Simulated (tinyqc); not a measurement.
Strain-driven roughening and islands of a mismatched epitaxial film: one step, computed by the program tinyqc.

Film and substrate share isotropic elastic constants; the film is coherent and biaxially strained.

Question. Which shape at the volume V. Shallow faceted island (Tersoff form): E = 4 Gam V^(2/3) tan^(1/3)(theta) - 6 c V tan(theta), Gam = gamma [x/sin(theta) - 1/tan(theta)], x the facet energy over gamma, c = stress^2 (1 - nu)/(2 pi G). The two energies cross at V_x^(1/3) = 4 [Gam_2 t2^(1/3) - Gam_1 t1^(1/3)]/(6 c (t2 - t1)), t = tan(theta); mu = dE/dV.

Inputs (values chosen for the exercise, modelled on InAs on InP):
```
quantity                                     value     unit
shear modulus G                               28.7      GPa
Poisson ratio nu                              0.28        -
surface energy gamma                          0.69    J/m^2
contact angle of the shallow shape theta_1    12.2  degrees
contact angle of the steep shape theta_2        24  degrees
facet energy of shape 1 over gamma           1.002        -
facet energy of shape 2 over gamma          0.9869        -
island volume V                              35000     nm^3
```

stress = 3.428693 GPa

Gam of shape 2 = 0.1244408 J/m^2

Gam of shape 1 = 0.08026996 J/m^2

c = 0.04693837 GPa

Constants: e = 1.602176634e-19 C.

Give: E of shape 1; E of shape 2; crossing volume V_x; jump of mu at V_x, shape 2 less shape 1.

Answer.

E of shape 1 = -12015 eV

E of shape 2 = -24853 eV

crossing volume V_x = 24.52 nm^3

jump of mu at V_x, shape 2 less shape 1 = -21.50 MJ/m^3

At V the steep shape is lower. At V_x the chemical potential drops, so islands that have turned steep grow at the cost of the shallow ones.
